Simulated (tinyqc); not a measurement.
Input admittance of a MOSFET at zero drain bias: distributed channel and distributed gate: one step of the calculation.

Source and drain grounded, strong inversion, w = 2 pi f, Cox = eps0 eox/tox. The channel is an RC line of resistance 1/(mu Cox Vo) per square fed from both ends, so one finger has the intrinsic admittance y = i w Cox L tanh(g)/g per width, g = (1/2) sqrt(i w tau), tau = L^2/(mu Vo). The vertical resistance rv/L is in series with y, the overlaps 2 i w Cov in parallel: y_t = 1/(1/y + rv/L) + 2 i w Cov. The gate strip is a line of Rsh/L per length loaded by y_t, so a finger has Y = y_t Wf tanh(k)/k, k = (Wf/sd) sqrt(y_t Rsh/L); the device has Nf Y.

Task. Input impedance of the device. k and Y as defined; Z = 1/(Nf Y) = R + 1/(i w C); Q = |Im Z|/R; signal at the point farthest from a contact |1/cosh k|.

Inputs (values chosen for the exercise); values of the order met in silicon radio-frequency transistors:
- L = 0.63 um (channel length)
- Wf = 4.6 um (finger width)
- Nf = 4 (number of fingers)
- Rsh = 8 ohm/square (sheet resistance of the gate)
- sd = 1 (number of ends at which a finger is contacted)
- f = 11 GHz (frequency)

y_t = 72.16612+377.64156i uS/um

Give: k; Nf Y; R; C; Q; signal at the far point.

Result.

k = 0.24769+0.20484i
Nf Y = 1.5486+6.8506i mS
R = 31.394 ohm
C = 104.18 fF
Q = 4.4237
signal at the far point = 0.98955

tinyqc, about 0.01 s, one thread, Intel Xeon 2.30GHz (shared host): `OMP_NUM_THREADS=1 python tinyqc.py 2262246 2262247 out.jsonl`
